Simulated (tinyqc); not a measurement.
What each parameter does: optical transitions of a finite quantum well.

Each carrier sees a square well of width L with its own depth V and masses m (inside), mb (outside); c = hbar^2/2m0, k = sqrt(m E/c), kappa = sqrt(mb (V - E)/c), and level n solves k L + 2 atan[(k/m)/(kappa/mb)] = n pi. The envelope is cos(kz) for odd n and sin(kz) for even n inside, joins exp(-kappa (|z| - L/2)) outside, and is normalised to 1. Excitons and band mixing are left out.

Constants: hbar^2/2m0 = 3.80998211 eV angstrom^2; hc = 1239.841984 eV nm.

Parameters, chosen for this exercise (near those of an InGaAs well in InP; shifted at random, so the results belong to these values and not to a real crystal):
- L = 132 angstrom (well width)
- Eg = 0.807 eV (gap of the well)
- Vc = 0.238 eV (conduction offset)
- Vv = 0.332 eV (valence offset)
- me = 0.0417 m0 (electron, well)
- meb = 0.0795 m0 (electron, barrier)
- mh = 0.371 m0 (heavy hole along z, well)
- mhb = 0.548 m0 (heavy hole, barrier)
- ml = 0.0516 m0 (light hole along z, well)
- mlb = 0.1146 m0 (light hole, barrier)

Edge wavelength hc/(Eg + e1 + hh1), squared overlap of e1 and hh1, and the confinement energies.

Results for these values:
```
case  edge (nm)  overlap^2  e1 (meV)  hh1 (meV)
base     1479.5     0.9562      26.2        4.8
```

What happens to each result for mh = 0.315 m0, all else kept?

Answer: edge falls from 1479.5 to 1478.3; overlap^2 rises from 0.9562 to 0.9610; e1 does not change at the printed digits; hh1 rises from 4.8 to 5.5.

The same for each parameter in turn:
```
case              edge (nm)  overlap^2  e1 (meV)  hh1 (meV)
base                 1479.5     0.9562      26.2        4.8
L = 119 angstrom     1470.5     0.9498      30.4        5.8
Eg = 0.823 eV        1451.8     0.9562      26.2        4.8
Vc = 0.274 eV        1477.6     0.9625      27.3        4.8
Vv = 0.398 eV        1479.3     0.9530      26.2        4.9
me = 0.0459 m0       1481.6     0.9620      25.1        4.8
mh = 0.315 m0        1478.3     0.9610      26.2        5.5
meb = 0.0954 m0      1481.6     0.9535      25.0        4.8
```

Run: tinyqc, `OMP_NUM_THREADS=1 python tinyqc.py 1280435 1280436 out.jsonl`; Intel(R) Xeon(R) Processor @ 2.30GHz, one thread, shared host; about 0.1 s of CPU time with all checks.
